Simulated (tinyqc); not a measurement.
What moves the results: finite square well with mass mismatch (envelope functions). A value that a table varies takes the place of the one given here.

A square well of width L and depth V0, mass mw inside and mb outside, energies from the bottom of the well, c = hbar^2/2m0. k = sqrt(mw E/c), kappa = sqrt(mb (V0 - E)/c). psi and psi'/m are continuous at the walls (BenDaniel-Duke), so level n solves k L + 2 atan[(k/mw)/(kappa/mb)] = n pi.

Non-parabolic bands: mw is replaced by mw (1 + alpha_w E) and mb by mb (1 - alpha_b (V0 - E)), in k, kappa and the matching condition alike.

Constants: hbar^2/2m0 = 3.80998211 eV angstrom^2.

Values chosen for the exercise (near those of a GaAs well in AlGaAs; the results hold for these values, not for the real material):
```
symbol   value                           unit      meaning
V0       0.13                            eV        barrier height
mw       0.0651                          m0        mass in the well
mb       0.0803                          m0        mass in the barrier
Ls       (33, 42, 52, 65, 81, 102, 127)  angstrom  widths
L        246                             angstrom  well width
alpha_w  0.63                            1/eV      non-parabolicity in the well
alpha_b  0.55                            1/eV      non-parabolicity in the barrier
```

## Width of the well

Levels against L, beside the infinite well E1(hard) = c (pi/L)^2/mw; Pb is the probability of level 1 in the barriers; a dash marks an unbound level.

Levels:
```
L (angstrom)  bound levels  E1 (eV)  E2 (eV)  E1(hard) (eV)     Pb
33                       1   0.0807        -         0.5304  0.416
42                       1   0.0676        -         0.3274  0.307
52                       1   0.0559        -         0.2136  0.224
65                       1   0.0445        -         0.1367  0.155
81                       2   0.0345   0.1196         0.0880  0.103
102                      2   0.0256   0.0959         0.0555  0.065
127                      2   0.0189   0.0730         0.0358  0.041
```

What can be read from the table?

The infinite well overestimates E1 by a factor 6.57 at 33 angstrom and 1.89 at 127 angstrom. The local exponent d ln E1/d ln L goes from -0.74 (first two rows) to -1.39 (last two), towards the -2 of hard walls, as Pb falls from 0.416 to 0.041. E2 - E1 is largest at 81 angstrom of the widths listed.

## Levels of description

The same well five ways. mb = mw: the barrier takes the mass of the well. psi' continuous: kappa holds mb but the condition drops the masses, k L + 2 atan(k/kappa) = n pi. The last column is measured against BenDaniel-Duke.

Levels (eV):
```
model                E1      E2      E3  E1 - E1(BDD) (meV)
infinite walls   0.0095  0.0382  0.0859                 2.8
mb = mw          0.0069  0.0275  0.0607                 0.2
BenDaniel-Duke   0.0067  0.0267  0.0594                 0.0
psi' continuous  0.0071  0.0282  0.0620                 0.4
non-parabolic    0.0068  0.0266  0.0581                 0.1
```

How do the results move?

Hard walls put E1 2.8 meV too high. Ignoring the mass step moves it by +0.2 meV and the wrong matching by +0.4 meV: with mb/mw = 1.23, continuity of psi'/m lets the slope outside be 1.23 times the slope inside, which acts like a softer wall. Non-parabolicity shifts E1 by +0.1 meV, the balance of a heavier mass in the well, which lowers it, and a lighter mass deep in the barrier, which hardens the wall. Among the finite wells the largest departure in E1 is that of the model 'psi' continuous'.

## What each parameter does

Parabolic bands. Pb is the probability of level 1 in the barriers, (A^2/kappa)/(A^2/kappa + L/2 + sin(kL)/(2k)) with A = cos(kL/2). Each row changes one parameter from the base and keeps the others.

Results:
```
case              E1 (eV)  bound levels      Pb  V0 - E1 (eV)
base               0.0067             4  0.0084        0.1233
L = 271 angstrom   0.0057             5  0.0066        0.1243
V0 = 0.111 eV      0.0065             4  0.0103        0.1045
mw = 0.0716 m0     0.0063             4  0.0073        0.1237
mb = 0.0642 m0     0.0069             4  0.0080        0.1231
```

What can be read from the table?

The largest shifts from the base row, up to three for each result and ties (the steps differ in size, so this ranks the rows, not the parameters). E1 (eV): L -0.0010, mw -0.0004, mb +0.0002, V0 -0.0002. bound levels: L +1; unchanged at the printed digits by V0, mw and mb. Pb: V0 +0.0018, L -0.0018, mw -0.0011. V0 - E1 (eV): V0 -0.0188, L +0.0010, mw +0.0004.

Program tinyqc; command `OMP_NUM_THREADS=1 python tinyqc.py 1250481 1250482 out.jsonl`; about 0.01 s on one thread of a shared Intel(R) Xeon(R) Processor @ 2.30GHz.
